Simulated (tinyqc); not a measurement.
Which input was changed? Model: time-domain thermoreflectance: layered heat flow under a modulated pulse train, and what the signal ratio measures. Computed by tinyqc, a small Python program. Command: `OMP_NUM_THREADS=1 python tinyqc.py 3110799 3110800 out.jsonl tdtr which`. One thread of a shared host (Intel(R) Xeon(R) Processor @ 2.30GHz), about 1 s of CPU time with the checks.

Pulses repeat at 80 MHz; heat is laid down at the surface, all layers are isotropic.

Inputs (values chosen for the exercise, modelled on aluminium on a SiGe alloy):
```
quantity                                value        unit
metal thickness d                          66          nm
metal conductivity                        130     W/(m K)
metal heat capacity                      2.42  MJ/(m^3 K)
boundary conductance G under the metal     72  MW/(m^2 K)
substrate conductivity kappa             7.59     W/(m K)
substrate heat capacity C                1.64  MJ/(m^3 K)
modulation frequency f                    9.8         MHz
spot radius w (1/e^2, pump and probe)     7.7  micrometre
delay t                                   450          ps
```

Stack: metal, substrate.

Method:
- For radial wave number k and angular frequency W each layer has u = sqrt(4 pi^2 k^2 + i W C/kappa) and gamma = kappa u. Surface impedance from below: Z = 1/gamma for the substrate; a layer of thickness L maps Z to (Z + tanh(u L)/gamma)/(1 + gamma Z tanh(u L)); a boundary adds 1/G.
- Response per absorbed watt H(W) = 2 pi int_0^(2/w) Z(k, W) exp(-pi^2 k^2 w^2) k dk by 20 Gauss-Legendre points.
- Signal: X + iY = sum_(m = -M..M) H(2 pi (f + m f_r)) exp(i 2 pi m f_r t) exp(-pi (m/M)^2 x 4), f_r = 80 MHz, M = 4000, with H(-W) the complex conjugate of H(W); V_in = X, V_out = Y, ratio = -V_in/V_out.

Question. One of these inputs alone was changed, within the range given: metal thickness d (33 to 132); substrate heat capacity C (0.82 to 3.28); modulation frequency f (4.9 to 19.6); spot radius w (1/e^2, pump and probe) (3.85 to 15.4). Which one, and to what value?

Results:
```
run     V_out (K/mW)  ratio -V_in/V_out  phase of H(2 pi f) (degrees)
before    -0.1353522           2.680853                     -48.84294
after     -0.1439890           2.521281                     -50.14390
```

Answer.

Each candidate set to reproduce V_out, and what it then gives:
```
candidate                                           range searched  value needed  ratio -V_in/V_out  phase of H(2 pi f) (degrees)
metal thickness d (nm)                                   33 to 132  out of reach                  -                             -
substrate heat capacity C (MJ/(m^3 K))                0.82 to 3.28         1.390             2.5213                       -50.144
modulation frequency f (MHz)                           4.9 to 19.6         8.713             2.5836                       -48.267
spot radius w (1/e^2, pump and probe) (micrometre)    3.85 to 15.4         7.459             2.6863                       -48.783
```

Only substrate heat capacity C fits every result: it went from 1.64 to 1.39 MJ/(m^3 K). The next best candidate, modulation frequency f, misses one result by 3.7 %.
